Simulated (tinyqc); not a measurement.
# Inputs raised by 5 %, one at a time

Model: Landau-Devonshire theory of a uniaxial ferroelectric. Computed by tinyqc, a small Python program. Command: `OMP_NUM_THREADS=1 python tinyqc.py 3008312 3008313 out.jsonl ferro sens`. One thread of a shared host (Intel(R) Xeon(R) Processor @ 2.30GHz), about 0.02 s of CPU time with the checks.

G(P) = (alpha/2) P^2 + (beta*/4) P^4 + (gamma/6) P^6 - E P per volume, SI units, one domain, P along the polar axis.

Inputs (values chosen for the exercise, modelled on barium titanate):
```
quantity,value,unit
alpha_0,667000,J m/(C^2 K)
Curie-Weiss temperature T0,381,K
beta,-7.92e+08,J m^5/C^4
gamma,1.64e+10,J m^9/C^6
temperature T,356,K
film thickness d,4.6,nm
screening length lambda,0.013,nm
background permittivity eps_b,20,-
gradient coefficient g,5.9e-11,J m^3/C^2
```

Sample: free crystal.

Constants: eps_0 = 8.8541878128e-12 F/m.

Method:
- alpha = alpha_0 (T - T0*), T0* = T0, beta* = beta.
- Ps^2 = [-beta* + sqrt(beta*^2 - 4 alpha gamma)]/(2 gamma).
- chi = 1/(eps_0 G''), G'' = alpha + 3 beta* P^2 + 5 gamma P^4 at Ps. Ps, chi and the coercive field are for perfect screening, without a depolarising field. The intrinsic coercive field is |alpha P + beta* P^3 + gamma P^5| at the P_c where G'' = 0. 1 C/m^2 = 100 microcoulomb/cm^2.
- With the term (g/2) (dP/dx)^2, (g/2) P'^2 = G(P) - G(Ps) across the wall: energy = int_(-Ps)^(Ps) sqrt(2 g [G(P) - G(Ps)]) dP (40 Gauss-Legendre points); width = 2 Ps over the slope at P = 0, sqrt(2 |G(Ps)|/g). Elastic coupling inside the wall is left out.
- Between shorted electrodes with screening length lambda each, the depolarising field is -k P, k = 2 lambda/(eps_0 (d + 2 lambda eps_b)), so alpha turns into alpha + k.
- The polar state is the lowest uniform state while alpha + k < 0 (beta* > 0) or < 3 beta*^2/(16 gamma) (beta* < 0); setting the equality gives the critical thickness d_c.

Runs:
```
input moved,from,to,susceptibility chi,intrinsic coercive field (MV/m),wall width (nm),critical thickness d_c (nm)
base run,-,-,671,4.547,3.471,122.6
alpha_0 (J m/(C^2 K)),667000,700350,654,4.703,3.416,118.5
Curie-Weiss temperature T0 (K),381,400.05,485,6.978,2.843,79.8
beta (J m^5/C^4),-792000000,-831600000,639,4.811,3.412,118.9
gamma (J m^9/C^6),1.64e+10,1.722e+10,687,4.371,3.501,124.4
temperature T (K),356,373.8,1082,2.394,4.788,244.7
gradient coefficient g (J m^3/C^2),5.9e-11,6.195e-11,671,4.547,3.557,122.6
screening length lambda (nm),0.013,0.01365,671,4.547,3.471,128.8
```

Exponents ln(y'/y) / ln(x'/x):
```
input,susceptibility chi,intrinsic coercive field,wall width,critical thickness d_c
alpha_0,-0.521,0.691,-0.329,-0.707
Curie-Weiss temperature T0,-6.663,8.779,-4.096,-8.801
beta,-0.989,1.158,-0.357,-0.625
gamma,0.479,-0.809,0.171,0.297
temperature T,9.800,-13.153,6.589,14.163
gradient coefficient g,0.000,0.000,0.500,0.000
screening length lambda,0.000,0.000,0.000,1.000
```

Among the inputs moved here: susceptibility chi answers most in size to temperature T (exponent +9.800), next to Curie-Weiss temperature T0 (-6.663); its exponent is below 0.0005 for gradient coefficient g, screening length lambda. Intrinsic coercive field answers most in size to temperature T (exponent -13.153), next to Curie-Weiss temperature T0 (+8.779); its exponent is below 0.0005 for gradient coefficient g, screening length lambda. Wall width answers most in size to temperature T (exponent +6.589), next to Curie-Weiss temperature T0 (-4.096); its exponent is below 0.0005 for screening length lambda. Its exponent +0.500 in gradient coefficient g: wall width scales as sqrt(g). Critical thickness d_c answers most in size to temperature T (exponent +14.163), next to Curie-Weiss temperature T0 (-8.801); its exponent is below 0.0005 for gradient coefficient g. Its exponent +1.000 in screening length lambda: k depends on lambda/d.
